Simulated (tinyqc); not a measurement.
From results back to parameters: Fermi-Dirac statistics of conduction electrons. Five cases, with inputs chosen for the exercise.

Problem. At zero temperature k_F = (3 pi^2 n)^(1/3) and E_F (1 + alpha E_F) = c k_F^2/m, c = hbar^2/2m0, m the density-of-states mass. The Fermi energies at two densities were computed from hidden m and alpha.

Constants: hbar^2/2m0 = 3.80998211 eV angstrom^2.

Find: k_F at nA and nB; m; alpha.

Method. c k^2 (1/m) - E^2 alpha = E is linear in 1/m and alpha; two densities give two equations.

Case 1.

Values chosen (out of a larger set: near those of Si, lowest valleys alone; not measured data): nA = 4e+20 1/cm^3; nB = 1e+21 1/cm^3.

E_F at nA = 0.170577 eV
E_F at nB = 0.297460 eV

Solution.

k_F at nA and nB (1/angstrom): 0.22794  0.30937

m = 1.07 m0
alpha = 0.48 1/eV

Case 2.

Values chosen (out of a larger set: near those of Si, lowest valleys alone; not measured data): nA = 2e+20 1/cm^3; nB = 8e+20 1/cm^3.

E_F at nA = 0.109983 eV
E_F at nB = 0.257449 eV

Solution.

k_F at nA and nB (1/angstrom): 0.18092  0.28719

m = 1.07 m0
alpha = 0.55 1/eV

Case 3.

Values chosen (out of a larger set: near those of Ge, lowest valleys alone; not measured data): nA = 2e+19 1/cm^3; nB = 7e+19 1/cm^3.

E_F at nA = 0.046799 eV
E_F at nB = 0.104169 eV

Solution.

k_F at nA and nB (1/angstrom): 0.08398  0.12750

m = 0.557 m0
alpha = 0.64 1/eV

Case 4.

Values chosen (out of a larger set: near those of InP, lowest valleys alone; not measured data): nA = 1e+19 1/cm^3; nB = 4e+19 1/cm^3.

E_F at nA = 0.191135 eV
E_F at nB = 0.424966 eV

Solution.

k_F at nA and nB (1/angstrom): 0.06665  0.10580

m = 0.0789 m0
alpha = 0.64 1/eV

Case 5.

Values chosen (out of a larger set: near those of GaN, lowest valleys alone; not measured data): nA = 4e+18 1/cm^3; nB = 1e+19 1/cm^3.

E_F at nA = 0.045796 eV
E_F at nB = 0.083788 eV

Solution.

k_F at nA and nB (1/angstrom): 0.04911  0.06665

m = 0.199 m0
alpha = 0.18 1/eV

Computed by tinyqc, one run a case: `OMP_NUM_THREADS=1 python tinyqc.py N N+1 out.jsonl` with N = 1680177, 1680367, 1680408, 1680411, 1680599; one thread of a shared Intel(R) Xeon(R) Processor @ 2.30GHz, about 0.01 s a run at most.
